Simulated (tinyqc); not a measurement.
Circular transfer-length structure: one step of the calculation.

A disc contact of radius r0 and a very wide ring contact from r1 = r0 + sp outwards lie on a thin layer; the metal has no resistance and the sheet resistance under the contacts equals Rsh.

Question. The three parts of the resistance. Transfer length Lt = sqrt(rc/Rsh). R = (Rsh/2 pi) [(Lt/r0) I0(r0/Lt)/I1(r0/Lt) + ln(r1/r0) + (Lt/r1) K0(r1/Lt)/K1(r1/Lt)] with modified Bessel functions; for r0 >> Lt both ratios tend to 1.

Parameters, values chosen for the exercise:

| symbol | value | unit | meaning |
|---|---|---|---|
| Rsh | 1400 | ohm/sq | sheet resistance of the semiconductor layer |
| rc | 8.9e-9 | ohm cm^2 | specific contact resistivity |
| r0 | 0.67 | um | radius of the inner contact |
| sp | 0.088 | um | gap between the contacts |

Wanted: Lt; I0/I1; K0/K1; inner contact; gap; outer contact; R.

Answer.

Lt = 0.025213 um
I0/I1 = 1.0194
K0/K1 = 0.98377
inner contact = 8.5474 ohm
gap = 27.497 ohm
outer contact = 7.2913 ohm
R = 43.336 ohm

The contacts make up 36.5 % of R.

Computed by the program tinyqc: `OMP_NUM_THREADS=1 python tinyqc.py 2760019 2760020 out.jsonl`, one thread of a shared Intel Xeon 2.30GHz, about 0.01 s for the whole run.
